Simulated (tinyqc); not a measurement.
Surface potential of a MOS transistor: implicit equation and explicit approximations: accuracy of the approximations against gate voltage.

p-type body, charge-sheet picture, depletion and inversion only, full ionisation (an idealisation for deep acceptors), Boltzmann statistics (rough once Na exp(x - xn) passes about Nc/7). In units of Vt: xg = (Vg - Vfb)/Vt, x = psi/Vt, G = gamma/sqrt(Vt), xn = (2 phiF + Vc)/Vt. The implicit equation is (xg - x)^2 = G^2 [x - 1 + exp(x - xn)] for x above about 3. Cox = eps0 eox/tox.

ni = sqrt(Nc Nv) exp(-Eg/(2 Vt)), Eg in volts; phiF = Vt ln(Na/ni); gamma = sqrt(2 q eps0 eps_r Na)/Cox; VT = Vfb + Vt (xn + G sqrt(xn - 1)). Depletion value a = 1 + [sqrt(G^2/4 + xg - 1) - G/2]^2; inversion value b = xn + ln[(xg - xn)^2/G^2 - xn + 1] and first guess y = min(a, b) - ln(1 + exp(-|a - b|)) if a > xn + 1, else b = y = a; one second-order correction with D = exp(y - xn), p = 2 (xg - y) + G^2 (1 + D), w = (xg - y)^2 - G^2 (y - 1 + D): z = y + 2 w/(p + sqrt(p^2 - 2 (2 - G^2 D) w)), or the Newton step z = y + w/p where the root is not real. N_inv = (Cox Vt G/q) [sqrt(x - 1 + exp(x - xn)) - sqrt(x - 1)] at the root. Lambert form (Cox m Vt/q) W0[(G/(2 m sqrt(xn - 1))) exp((Vg - VT)/(m Vt))], m = 1 + G/(2 sqrt(xn - 1)). Errors under 1e-4 mV, and the linear form below VT, are printed as 0.

Parameters, values chosen for the exercise; band and dielectric values close to those of silicon: temperature T = 250 K; band gap Eg = 1.14 eV; relative permittivity eps_r = 11.8; conduction-band density of states at T Nc = 2.18e19 cm^-3; valence-band density of states at T Nv = 1.99e19 cm^-3; relative permittivity of the gate insulator (close to silicon nitride) eox = 7.7; insulator thickness tox = 30 nm; acceptor density Na = 1.8e18 cm^-3; flat-band voltage Vfb = -0.45 V; channel-body voltage Vc = 0.5 V.

Constants: q = 1.602176634e-19 C, kB = 1.380649e-23 J/K, Vt = kB T/q, eps0 = 8.8541878128e-14 F/cm where lengths are in cm. Results are converted to the units shown.

Result of one run:
```
psi (V)  x - xn  error of y (mV)  error of z (mV)  N_inv (cm^-2)  Cox (Vg - VT)/q (cm^-2)  Lambert form (cm^-2)
1.609     3.437             4.08          -0.0271       1.175e12                 1.424e12              1.181e12
```

Which gate-body voltage Vg gave this result: 4.89, 5.29, 5.69 or 6.29 V?

Vg = 6.29 V.

The whole series:
```
Vg (V)  psi (V)   x - xn  error of y (mV)  error of z (mV)  N_inv (cm^-2)  Cox (Vg - VT)/q (cm^-2)  Lambert form (cm^-2)
4.89      1.371   -7.573          6.59e-3                0        2.310e7                        0               1.925e7
5.09      1.453   -3.794            0.285                0        9.815e8                        0               9.266e8
5.29      1.527  -0.3387             8.92           -0.106       3.024e10                  5.499e9              3.023e10
5.49      1.566    1.479             7.39           -0.142       1.816e11                 2.892e11              1.826e11
5.69      1.584    2.306             7.30           -0.164       4.054e11                 5.729e11              4.077e11
5.89      1.595    2.806             5.79          -0.0803       6.530e11                 8.566e11              6.566e11
6.09      1.603    3.161             4.78          -0.0441       9.110e11                 1.140e12              9.160e11
6.29      1.609    3.437             4.08          -0.0271       1.175e12                 1.424e12              1.181e12
6.49      1.613    3.663             3.57          -0.0180       1.442e12                 1.708e12              1.450e12
```

psi rises from 1.37 to 1.61 V and ends 3.7 Vt above 2 phiF + Vc. Among the rows the first guess is off by at most 8.9 mV (at Vg = 5.29 V) and the corrected value by at most 0.16 mV. In the last row the linear form is 18 % above N_inv and the Lambert form 0.53 % above it; in the first row the Lambert form is 17 % below it. For Vg = 5.49, 5.69, 5.89, 6.09, 6.29, 6.49 the electron quasi-Fermi level lies less than 2 Vt below the band edge at the surface, or above it, where degeneracy and confinement, left out, matter.

Numbers from tinyqc (`OMP_NUM_THREADS=1 python tinyqc.py 2122131 2122132 out.jsonl`; about 0.01 s on one thread of a shared Intel Xeon 2.30GHz).
